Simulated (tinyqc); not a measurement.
# Worked calculation: resistance of a tapered via with liner, size effect and interface

Computed by the program tinyqc: `OMP_NUM_THREADS=1 python tinyqc.py 2750167 2750168 out.jsonl`, one thread of a shared Intel Xeon 2.30GHz, about 0.01 s for the whole run. Printed values are rounded.

A round via whose diameter grows from db at the bottom as D(z) = db + 2 z/tan(ang). The fill, of diameter D - 2 tl, starts above the bottom liner (thickness fb tl) and has rho = rho0 (1 + ks lam/(D - 2 tl)); the sidewall liner conducts in parallel with it. The bottom liner and the interface are crossed over the full area pi db^2/4. Spreading in the lines above and below is left out.

Parameters, values chosen for the exercise; fill metal close to copper:
- db = 20 nm (diameter at the bottom)
- hv = 40 nm (height)
- ang = 87 degrees (sidewall angle)
- rho0 = 1.65 uohm cm (bulk resistivity of the fill)
- lam = 39.4 nm (mean free path of the fill)
- ks = 0.9 (size-effect factor)
- tl = 2.5 nm (liner on the sidewall)
- fb = 0.7 (liner at the bottom over that on the sidewall)
- rl = 430 uohm cm (resistivity of the liner)
- ri = 1.2e-12 ohm cm^2 (interface resistivity at the bottom)
- Sb = 1.1e15 S/m^2 (ballistic conductance per area, about 3/(4 rho0 lam))

Range of the model: The ballistic limit exceeds half of R_fill, so a diffusive resistivity alone understates the resistance.

## Slices of the via

Slices between z0 = fb tl and hv, evaluated at their midpoints: conductance per length pi/4 [(D - 2 tl)^2/rho + (D^2 - (D - 2 tl)^2)/rl], slice resistance = slice height over that. 7 slices.

z, slice 0 to 6 (nm): [4.482143, 9.946429, 15.41071, 20.87500, 26.33929, 31.80357, 37.26786]
D, slice 0 to 6 (nm): [20.46980, 21.04254, 21.61528, 22.18802, 22.76077, 23.33351, 23.90625]
rho, slice 0 to 6 (uohm cm): [5.432144, 5.297116, 5.171397, 5.054056, 4.944283, 4.841369, 4.744691]
slice resistance, slice 0 to 6 (ohm): [1.564391, 1.419381, 1.292511, 1.180982, 1.082500, 0.9951769, 0.9174453]

## Total resistance

R_fill = sum of the slices; R_bottom = rl fb tl/(pi db^2/4); R_interface = ri/(pi db^2/4); ballistic (Sharvin) limit 1/(Sb pi (db - 2 tl)^2/4); ideal cylinder rho0 hv/(pi db^2/4).

parts (ohm): fill 8.452387, bottom liner 23.95282, interface 0.3819719
R = 32.78718 ohm
shares (%): fill 25.77955, bottom liner 73.05545, interface 1.16500
ballistic limit = 5.144402 ohm
ideal cylinder = 2.100845 ohm

The bottom liner is the largest part, and R is 15.6 times the ideal cylinder. With 2000 slices R = 32.791 ohm.
